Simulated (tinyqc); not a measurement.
Transit time and capacitance from two cut-off frequencies.

Problem. 1/(2 pi fT) = tauF + Vt C/JC, C the sum of the junction capacitances per area. Find C, tauF and the limit of fT at high current.

Inputs (values chosen for the exercise):
- T = 400 K (temperature)

Constants: q = 1.602176634e-19 C, kB = 1.380649e-23 J/K, Vt = kB T/q. Results are converted to the units shown.

JC (mA/um^2): [0.028, 0.74]
fT (GHz): [17.443185, 36.284383]

Answer. The delay is a straight line in 1/JC with slope Vt C and intercept tauF.

C = 4.000 fF/um^2
tauF = 4.200 ps
limit of fT = 37.89 GHz

Numbers from tinyqc (`OMP_NUM_THREADS=1 python tinyqc.py 2320004 2320005 out.jsonl`; about 0.01 s on one thread of a shared Intel Xeon 2.30GHz).
